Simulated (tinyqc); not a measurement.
# Changing the temperature T

Model: concentration-dependent dopant diffusion with charged defects and the built-in field. Computed by tinyqc, a small Python program. Command: `OMP_NUM_THREADS=1 python tinyqc.py 3006132 3006133 out.jsonl extrinsic sweep`. One thread of a shared host (Intel(R) Xeon(R) Processor @ 2.30GHz), about 0.7 s of CPU time with the checks.

A constant source C_s feeds a half space. The dopant moves through neutral point defects and through charged ones, whose number grows with the majority carrier density n.

Inputs (values chosen for the exercise, modelled on arsenic in silicon):

| quantity | value | unit |
|---|---|---|
| neutral prefactor D0x | 0.00949 | cm^2/s |
| neutral activation energy E0 | 3.44 | eV |
| singly charged prefactor D01 | 27.4 | cm^2/s |
| activation energy E1 | 4.17 | eV |
| surface concentration C_s | 2.2e+20 | 1/cm^3 |
| junction level C_B | 1.3e+15 | 1/cm^3 |
| time t | 570 | s |

Field enhancement: on.

Constants: k_B = 8.617333262e-05 eV/K.

Method:
- n_i = 3.87e16 T^1.5 exp(-7014/T) per cm^3 (T in kelvin, an empirical form); each D = prefactor x exp(-E/(k_B T)); the intrinsic diffusivity D_i is their sum.
- Temperatures in kelvin are T(C) + 273.15.
- n = C/2 + sqrt(C^2/4 + n_i^2); D(C) = h [Dx + D1 (n/n_i)], h = 1 + C/sqrt(C^2 + 4 n_i^2).
- With y = x/sqrt(D_s t), u = C/C_s and q = -(D/D_s) du/dy: du/dy = -q D_s/D, dq/dy = -(y/2) q D_s/D, u(0) = 1. The surface flux q(0) is shot so that u tends to 0 (LSODA, an adaptive multistep solver, relative tolerance 1e-10). Dose Q = 2 q(0) C_s sqrt(D_s t).
- The junction lies where C = C_B.

One run for each value:

| temperature T (C) | junction depth x_j (nm) | enhancement D_s/D_i | n_i (1/cm^3) | intrinsic diffusivity D_i (cm^2/s) |
|---|---|---|---|---|
| 850 | 11.97 | 94.948 | 2.8264e+18 | 8.8018e-18 |
| 900 | 25.72 | 76.472 | 3.9372e+18 | 4.9217e-17 |
| 950 | 52.12 | 61.298 | 5.3521e+18 | 2.4388e-16 |
| 1000 | 100.33 | 49.139 | 7.1191e+18 | 1.0817e-15 |
| 1050 | 184.67 | 39.529 | 9.2883e+18 | 4.3345e-15 |
| 1100 | 326.80 | 31.980 | 1.1910e+19 | 1.5827e-14 |
| 1150 | 558.49 | 26.055 | 1.5037e+19 | 5.3079e-14 |

Over the rows, junction depth x_j (nm) rises from 12.0 to 558; enhancement D_s/D_i falls from 94.9 to 26.1. The enhancement drops as T rises, because n_i grows relative to C_s.

Caution (all rows): at such concentrations dopants can cluster or exceed their solubility; the active fraction and the diffusivity then fall below the model.
